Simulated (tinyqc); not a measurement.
Resonant-tunnelling diode, transfer matrices and Tsu-Esaki current: effect of temperature at two biases.

Emitter (band edge 0), barrier d1, well Lw, barrier d2, spacer ds, collector (edge -V). The bias drops linearly over these layers and none in the contacts; each layer is cut into ns equal slices, flat at the value of their centres. E is the energy of motion across the layers, C = hbar^2/(2 m0), psi and psi'/m are continuous. Transport is coherent, T(E) is taken as independent of the transverse momentum, and charge in the well is ignored.

The current at V = 0.187 V and at V = 0.286 V, Ef held fixed. For the pair (psi, psi'/m) a flat layer has M = [[cos kd, (m/k) sin kd], [-(k/m) sin kd, cos kd]] with k = sqrt(m (E - U)/C) above its edge U, and M = [[cosh Kd, (m/K) sinh Kd], [(K/m) sinh Kd, cosh Kd]] with K = sqrt(m (U - E)/C) below it. Later slices stand to the left. With M acting on (psi, psi'/m) and v = k/m in each lead, T(E) = 4 vL vR/[(vL vR M12 - M21)^2 + (vR M11 + vL M22)^2]. J = J0 times the integral over E > 0 of T(E) N(E), N = ln[(1 + exp((Ef - E)/Vt))/(1 + exp((Ef - V - E)/Vt))], J0 = q^2 mw m0 kB T/(2 pi^2 hbar^3) (times 1e-4 for A/cm^2 per eV). The integral is converged to the digits shown.

Parameters, values chosen for the exercise; masses and offsets close to those of InGaAs wells and InAlAs barriers: mass in the well, spacer and contacts mw = 0.041 m0; barrier height U1 = 0.51 eV; barrier mass m1 = 0.077 m0; emitter barrier d1 = 2.1 nm; well width Lw = 6.7 nm; collector barrier d2 = 2.4 nm; slices in each layer ns = 2; undoped spacer after the collector barrier ds = 2.9 nm; Fermi energy of both contacts above their band edges Ef = 0.053 eV.

Constants: q = 1.602176634e-19 C, kB = 1.380649e-23 J/K, hbar = 1.054571817e-34 J s, m0 = 9.1093837015e-31 kg, Vt = kB T/q, hbar^2/(2 m0) = 0.0380998212 eV nm^2. Results are converted to the units shown.

Result of one run:
```
T (K)  J at 0.187 V (kA/cm^2)  J at 0.286 V (kA/cm^2)  ratio
77                      63.77                   1.279  49.85
```

What becomes of these results when the temperature T is changed from 77 to 220 K, all else the same?

Result of the changed run:
```
T (K)  J at 0.187 V (kA/cm^2)  J at 0.286 V (kA/cm^2)  ratio
220                     67.69                   1.957  34.58
```

The whole series:
```
T (K)  J at 0.187 V (kA/cm^2)  J at 0.286 V (kA/cm^2)  ratio
40                      63.65                   1.218  52.28
77                      63.77                   1.279  49.85
150                     64.90                   1.523  42.62
220                     67.69                   1.957  34.58
300                     72.54                   3.095  23.44
400                     80.73                   7.356  10.97
```

The first current rises from 63.6 to 80.7 kA/cm^2, the second rises from 1.22 to 7.36 kA/cm^2, and their ratio falls from 52.3 to 11.0. Heat lifts electrons to energies where the barriers transmit more, which raises the second current by a far larger factor than the first.

Computed by the program tinyqc: `OMP_NUM_THREADS=1 python tinyqc.py 2600141 2600142 out.jsonl`, one thread of a shared Intel Xeon 2.30GHz, about 0.3 s for the whole run.
